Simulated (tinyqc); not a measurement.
Defect, radiative and Auger recombination at equal electron and hole densities (ABC model): sweeps and comparisons. A value that a table varies takes the place of the one given here.

J/(e d) = Ae n + B n^2 + C n^3 with Ae = A + 4 S/w (four side walls, carriers spread evenly), e = 1.602176634e-19 C, lengths in cm; internal efficiency IQE = B n^2/(Ae n + B n^2 + C n^3); all injected carriers recombine in the layer.

Inputs chosen for the exercise (orders of magnitude like those quoted for InP; the results hold for these values, not for the real material): A = 4100000 1/s (defect rate); B = 1.6e-10 cm^3/s (radiative coefficient); C = 6.8e-31 cm^6/s (Auger coefficient); S = 0 cm/s (recombination velocity of the side walls); w = 2 micrometre (side of the square mesa); d = 110 nm (active thickness); S2 = 320 cm/s (recombination velocity of the side walls in this comparison); J = 5600 A/cm^2 (current density).

## Efficiency against current

The slope is d ln(B n^2)/d ln J = 2 (Ae + B n + C n^2)/(Ae + 2 B n + 3 C n^2).

Results:
```
J (A/cm^2)  n (1/cm^3)    IQE  slope  differential lifetime (ns)
2.0           7.24e+16  0.738  1.150                        36.7
7.0           1.45e+17  0.850  1.081                        19.8
30            3.13e+17  0.923  1.039                        9.56
1.0e+02       5.82e+17  0.956  1.020                        5.23
4.0e+02       1.18e+18  0.974  1.008                        2.61
2.0e+03       2.64e+18  0.980  0.999                        1.16
7.0e+03       4.92e+18  0.975  0.992                       0.614
3.0e+04       1.01e+19  0.957  0.981                       0.291
1.0e+05       1.81e+19  0.927  0.966                       0.154
4.0e+05       3.51e+19  0.870  0.939                      0.0727
```

IQE peaks at 0.98 for J = 1.74e+03 A/cm^2, where the slope passes 1. It is 0.738 at the lowest current and 0.87 at the highest, a droop of 11 %. The slope runs from 1.15 to 0.94; its limits are 2 (defects alone), 1 (radiation alone) and 2/3 (Auger alone). Rows above 1e5 A/cm^2 (1 of them) are formal: heating, left out, would destroy a real device. In the 5 rows above about 2e18 1/cm^3 the bands are degenerate: B saturates and stimulated emission, left out, would clamp n in a laser cavity.

## Shrinking the mesa

S = S2; w takes the values listed.

Results:
```
w (micrometre)  Ae (1/s)  IQE_max  J at the peak (A/cm^2)  IQE at J
200             4.16e+06    0.979                1.76e+03     0.976
100             4.23e+06    0.979                1.79e+03     0.976
50              4.36e+06    0.979                1.85e+03     0.976
20              4.74e+06    0.978                2.01e+03     0.975
10              5.38e+06    0.977                2.28e+03     0.974
5               6.66e+06    0.974                2.84e+03     0.973
2               1.05e+07    0.968                4.50e+03     0.967
1               1.69e+07    0.959                7.31e+03     0.959
```

The walls equal the bulk defect rate at w = 4 S/A = 3.12 micrometre. From 200 to 1 micrometre the peak efficiency falls from 0.979 to 0.959 and moves to a current 4.14 times higher; at the fixed J the efficiency goes from 0.976 to 0.959. For large w diffusion to the walls, left out here, would limit the loss.

## Spreading the carriers over a thicker layer

d is multiplied by the factor listed, at the same J.

Results:
```
factor  n (1/cm^3)   defect  radiative    Auger
0.10      1.37e+19  0.00177      0.943   0.0549
0.20      9.75e+18  0.00252      0.958   0.0397
0.50      6.21e+18  0.00401      0.970   0.0256
1.0       4.40e+18  0.00568      0.976   0.0183
2.0       3.12e+18  0.00805      0.979   0.0130
5.0       1.97e+18   0.0127      0.979  0.00821
10        1.39e+18   0.0180      0.976  0.00578
20        9.82e+17   0.0253      0.971  0.00405
```

The best factor listed is 5 (IQE 0.9791); the optimum factor equals J/J_peak = 3.23, a layer of 355 nm, since only J/d matters and the peak value 0.98 does not depend on d. A thicker layer trades Auger loss (0.0549 to 0.00405) for defect loss (0.00177 to 0.0253).

## What moves the efficiency

IQE_max = Q/(Q + 2) with Q = B/sqrt(Ae C), reached at n = sqrt(Ae/C). Each row changes one parameter from the base and keeps the others.

Results:
```
case                 n (1/cm^3)     IQE  IQE_max  J at the peak (A/cm^2)
base                  4.403e+18  0.9761   0.9796                1.74e+03
A = 8200000 1/s       4.390e+18  0.9706   0.9713                3.50e+03
B = 2.4e-10 cm^3/s    3.612e+18  0.9853   0.9863                2.59e+03
C = 1.36e-30 cm^6/s   4.364e+18  0.9588   0.9713                     875
d = 220 nm            3.118e+18  0.9790   0.9796                3.47e+03
J = 16800 A/cm^2      7.585e+18  0.9656   0.9796                1.74e+03
```

The largest shifts from the base row, up to three for each result and ties (the steps differ in size, so this ranks the rows, not the parameters). n (1/cm^3): J +3.18e+18, d -1.28e+18, B -7.91e+17. IQE: C -0.0172, J -0.0104, B +0.00920. IQE_max: A -0.00823, C -0.00823, B +0.00672; unchanged at the printed digits by d and J. J at the peak (A/cm^2): A +1.77e+03, d +1.74e+03, C -860; unchanged at the printed digits by J.

(tinyqc, `OMP_NUM_THREADS=1 python tinyqc.py 1651661 1651662 out.jsonl`, Intel(R) Xeon(R) Processor @ 2.30GHz, 1 thread, shared host, about 0.01 s.)
